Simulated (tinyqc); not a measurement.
Inside a calculation. Method: Hubbard ring of 4 sites. One step of it, computed by the program tinyqc.

Question. Mean-field iteration 1. H(up) = T + U n(down), H(down) = T + U n(up); fill the lowest levels; n(new) = n + mixing (n(out) - n); E = tr T (rho up + rho down) + U sum n_up n_down of the output.

one-body matrix (hopping and site energies) (eV), lower triangle:
```
           1          2          3          4
1   0.380000
2  -1.170000   0.150000
3   0.000000  -1.170000  -0.820000
4  -1.170000   0.000000  -1.170000  -0.970000
```

U = 8.600000 eV

electrons, up and down: 2  2

mixing = 1

n(up) at the start (a guess, not normalised): 1 0.500000, 2 0.500000, 3 0.500000, 4 0.500000

n(down) at the start (a guess): 1 0.500000, 2 0.500000, 3 0.500000, 4 0.500000

Give: levels, up; levels, down; energy; n(up) after iteration 1; n(down) after iteration 1.

Answer.

levels, up (eV): 1.5075  3.8247  4.1438  6.4640

levels, down (eV): 1.5075  3.8247  4.1438  6.4640

energy = 4.0140 eV

n(up) after iteration 1: 1 0.1708, 2 0.4274, 3 0.5736, 4 0.8281

n(down) after iteration 1: 1 0.1708, 2 0.4274, 3 0.5736, 4 0.8281
